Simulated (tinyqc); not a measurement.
Raising U: Hubbard chain of 4 sites, mean field against exact. Computed by the program tinyqc. Collinear unrestricted mean field (the lowest of 40 random starts) against exact diagonalisation.

one-body matrix (hopping and site energies) (eV):
```
         1        2        3        4
1   0.0000  -0.7300   0.0000   0.0000
2  -0.7300   0.0000  -0.7300   0.0000
3   0.0000  -0.7300   0.0000  -0.7300
4   0.0000   0.0000  -0.7300   0.0000
```

electrons, up and down: 2  2

Exact and mean-field results (eV):
```
U            U/t    E exact  E mean field  mean |n_up - n_down|  double occupancy, exact  first gap in the sector
0.3600    0.4932  -2.923087     -2.904659                0.0000                   0.2245                   0.8023
0.7300    1.0000  -2.610017     -2.534659                0.0000                   0.1988                   0.7144
1.4600    2.0000  -2.099438     -1.822838                0.3935                   0.1521                   0.5758
2.1900    3.0000  -1.713621     -1.344654                0.6966                   0.1138                   0.4722
2.9200    4.0000  -1.425796     -1.047055                0.8199                   0.0849                   0.3944
4.3800    6.0000  -1.045313     -0.716131                0.9177                   0.0494                   0.2902
5.8400    8.0000  -0.815536     -0.541711                0.9534                   0.0312                   0.2268
8.7600   12.0000  -0.560690     -0.363299                0.9792                   0.0152                   0.1561
14.6000  20.0000  -0.342092     -0.218634                0.9925                   0.0057                   0.0953
```

What does the comparison show, and why?

In absolute terms mean field is worst at U/t = 4.0, 0.379 eV too high: at small U it is nearly exact, and at large U it misses only exchange-scale energies. Its local moments set in at U/t = 2.0 of those listed, a broken symmetry that the exact state of a finite cluster with equal spins does not have. Relative to the exact energy its error is 0.6 % at the smallest U, 36 % at most and 36 % at the largest. The double occupancy falls from 0.224 to 0.006; at the largest U the first gap is 0.65 times the exchange scale 4t^2/U.
